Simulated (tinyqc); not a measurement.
Free and trapped electrons in a MOS channel with a dense trap tail: two steps of the calculation.

p-type body, charge-sheet picture, full ionisation (an idealisation for deep acceptors), Boltzmann statistics for free electrons. e = Ec - EF at the surface. Acceptor-like traps of density D(E) = D0 + De exp(-E/Ew) at depth E below Ec, from 0 to Eu, hold n_t = integral of D(E)/(1 + exp((e - E)/Vt)). psi = Eg - Vt ln(Nv/Na) - e; N_dep = sqrt(2 eps0 eps_r Na (psi - Vt)/q); n_f = sqrt(N_dep^2 + 2 eps0 eps_r Vt Nc exp(-e/Vt)/q) - N_dep; Vg = Vfb + psi + q (N_dep + n_t + n_f)/Cox, Cox = eps0 eox/tox.

Values chosen for this exercise; band and dielectric values close to those of 4H silicon carbide: temperature T = 300 K; band gap Eg = 3.22 eV; relative permittivity eps_r = 9.8; conduction-band density of states at T Nc = 1.68e19 cm^-3; valence-band density of states at T Nv = 2.49e19 cm^-3; relative permittivity of the insulator eox = 3.9; insulator thickness tox = 65 nm; acceptor density Na = 3.4e15 cm^-3; flat-band voltage without trapped charge Vfb = -2.74 V; constant background density of acceptor-like traps D0 = 9e10 cm^-2 eV^-1; density of the tail at the conduction edge De = 3.1e12 cm^-2 eV^-1; decay energy of the tail Ew = 0.11 eV; depth below Ec down to which the traps reach Eu = 0.73 eV; mobility of free electrons mf = 130 cm^2/(V s); Ec - EF at the surface e = 0.072 eV.

Constants: q = 1.602176634e-19 C, kB = 1.380649e-23 J/K, Vt = kB T/q, eps0 = 8.8541878128e-14 F/cm where lengths are in cm. Results are converted to the units shown.

Question 1. Trapped charge. Trapezoid rule on 12 equal steps from 0 to Eu, f = 1/(1 + exp((e - E)/Vt)).

Wanted: E; D(E) f; n_t.

Answer 1.

| point | E (eV) | D(E) f (cm^-2 eV^-1) |
|---|---|---|
| 0 | 0 | 1.855e11 |
| 1 | 0.06083 | 7.374e11 |
| 2 | 0.1217 | 9.732e11 |
| 3 | 0.1825 | 6.706e11 |
| 4 | 0.2433 | 4.288e11 |
| 5 | 0.3042 | 2.852e11 |
| 6 | 0.3650 | 2.023e11 |
| 7 | 0.4258 | 1.546e11 |
| 8 | 0.4867 | 1.271e11 |
| 9 | 0.5475 | 1.114e11 |
| 10 | 0.6083 | 1.023e11 |
| 11 | 0.6692 | 9.707e10 |
| 12 | 0.7300 | 9.407e10 |

n_t = 2.451e11 cm^-2

Question 2. Charges and gate voltage. psi, N_dep, n_f and Vg as defined, with the n_t given; free share n_f/(n_f + n_t); apparent mobility mf n_f/(n_f + n_t); gate voltage spent on traps q n_t/Cox.

n_t = 2.4513477e11 cm^-2

Give: psi; N_dep; n_f; Vg; free share; apparent mobility; gate voltage spent on traps.

Answer 2.

psi = 2.918 V
N_dep = 3.264e11 cm^-2
n_f = 3.036e11 cm^-2
Vg = 2.817 V
free share = 55.33 %
apparent mobility = 71.93 cm^2/(V s)
gate voltage spent on traps = 0.7393 V

Numbers from tinyqc (`OMP_NUM_THREADS=1 python tinyqc.py 2222069 2222070 out.jsonl`; about 0.04 s on one thread of a shared Intel Xeon 2.30GHz).
